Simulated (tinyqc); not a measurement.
Thin-film optics by transfer matrices: one step. Layer matrices and their product. The numbers come from values chosen for the exercise (indices near those of SiO2, Si3N4, SiO2 on Si).

Indices N = n + i k. Snell: N0 sin(theta) = N_j sin(theta_j), with Im(N_j cos theta_j) >= 0. Admittance y_j = N_j cos theta_j for s and N_j/cos theta_j for p. Phase delta_j = 2 pi N_j cos theta_j d_j/lambda. Layer matrix [[cos delta, -i sin delta/y], [-i y sin delta, cos delta]], multiplied from the top down to M. (B, C) = M (1, y_sub); r = (y0 B - C)/(y0 B + C), R = |r|^2, T = 4 Re y0 Re y_sub/|y0 B + C|^2, absorbed in the films 1 - R - T.

y_j: ambient 1.154701, film 1 1.541981, film 2 2.126399, film 3 1.553045, substrate 6.658164+2.700364i

delta_j (rad): film 1 0.203359, film 2 1.946656, film 3 0.092019

Task: Form each matrix and multiply from the top down.

Give: matrix of film 1; matrix of film 2; matrix of film 3; M.

Result:

matrix of film 1:
$$\begin{pmatrix}
0.9794 & -0.1310i \\
-0.3114i & 0.9794
\end{pmatrix}$$

matrix of film 2:
$$\begin{pmatrix}
-0.3671 & -0.4374i \\
-1.9780i & -0.3671
\end{pmatrix}$$

matrix of film 3:
$$\begin{pmatrix}
0.9958 & -0.0592i \\
-0.1427i & 0.9958
\end{pmatrix}$$

M:
$$\begin{pmatrix}
-0.6702 & -0.3421i \\
-1.7444i & -0.6015
\end{pmatrix}$$

Each matrix has determinant 1, and so has M.

(tinyqc, `OMP_NUM_THREADS=1 python tinyqc.py 1682487 1682488 out.jsonl`, Intel(R) Xeon(R) Processor @ 2.30GHz, 1 thread, shared host, about 0.01 s.)
